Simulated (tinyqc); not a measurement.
Solute along a frozen bar: binary melting diagram from solution models of liquid and solid. Computed by tinyqc, a small Python program. Command: `OMP_NUM_THREADS=1 python tinyqc.py 3001544 3001545 out.jsonl melt walk`. One thread of a shared host (Intel(R) Xeon(R) Processor @ 2.30GHz), about 0.01 s of CPU time with the checks.

x is the fraction of B. In a phase with interaction L: mu_A = G_A + R T ln(1 - x) + L x^2, mu_B = G_B + R T ln x + L (1 - x)^2. Melting: G(liquid) - G(solid) = H (1 - T/T_m) for each pure component.

Inputs (values chosen for the exercise, for a model alloy):
```
quantity                  value    unit
melting point T_A          1620       K
melting point T_B          1325       K
heat of melting H_A        17.3  kJ/mol
heat of melting H_B        15.2  kJ/mol
liquid interaction L_L      1.4  kJ/mol
solid interaction L_S      0.21  kJ/mol
dilute content c0 of B   0.0015       -
growth number V delta/D    0.66       -
```

Diagram: complete solid solution (lens).

Constants: R = 8.314462618 J/(mol K).

Method. At T_A, k0 = exp[(dG_B(T_A) + L_L - L_S)/(R T_A)]; van 't Hoff: m_L = -R T_A^2 (1 - k0)/H_A per unit fraction. Burton-Prim-Slichter: k_eff = k0/[k0 + (1 - k0) exp(-V delta/D)]. Freezing range of c0: |m_L| c0 |1 - k0|/k0. For the solid at frozen fraction f, relative to c0. Lever rule: k0/[1 - (1 - k0) f]. Scheil (no diffusion in the solid, mixed liquid): k (1 - f)^(k - 1), with k0 and with k_eff. One zone pass with a zone a tenth of the bar long: 1 - (1 - k0) exp(-10 k0 f).

partition coefficient k0 = 0.849677

effective coefficient k_eff = 0.916221

Ratio c_s/c0:
```
f    lever rule  Scheil, k0  Scheil, k_eff  one zone pass
0.0     0.84968      0.8497         0.9162        0.84968
0.1     0.86264      0.8632         0.9243        0.93573
0.3     0.88980      0.8965         0.9440        0.98825
0.5     0.91873      0.9430         0.9710        0.99785
0.7     0.94960      1.0183         1.0135        0.99961
0.8     0.96583      1.0822         1.0485        0.99983
0.9     0.98262      1.2011         1.1112        0.99993
```

All but the k_eff column start at k0 = 0.850. At f = 0.9 Scheil gives 1.20 against 0.983 for the lever rule, since the solid keeps what it took and the last liquid is richer in B. Scheil passes c0 at f = 0.662. Last over first value: 1.41 with k0 and 1.21 with k_eff, so faster growth gives the more even bar.
